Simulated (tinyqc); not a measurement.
From results back to parameters: electrons shared among three sets of ellipsoidal valleys. Two cases, with inputs chosen for the exercise.

Problem. An ellipsoidal valley with ml > mt has m_d = (ml mt^2)^(1/3) and 1/m_c = (1/ml + 2/mt)/3.

Case 1.

m_d = 0.316621 m0
m_c = 0.221734 m0

Case 2.

m_d = 0.317810 m0
m_c = 0.252089 m0

Find: K = ml/mt; ml; mt.

Solution. m_d/m_c = K^(1/3) (2 + 1/K)/3 rises steadily for K > 1, so it fixes K; then mt = m_d/K^(1/3) and ml = K mt.

Case 1.

K = ml/mt = 8.23
ml = 1.291 m0
mt = 0.1568 m0

Case 2.

K = ml/mt = 5.11
ml = 0.943 m0
mt = 0.1845 m0

Computed by tinyqc, one run a case: `OMP_NUM_THREADS=1 python tinyqc.py N N+1 out.jsonl` with N = 1651490, 1651536; one thread of a shared Intel(R) Xeon(R) Processor @ 2.30GHz, about 0.02 s a run at most.
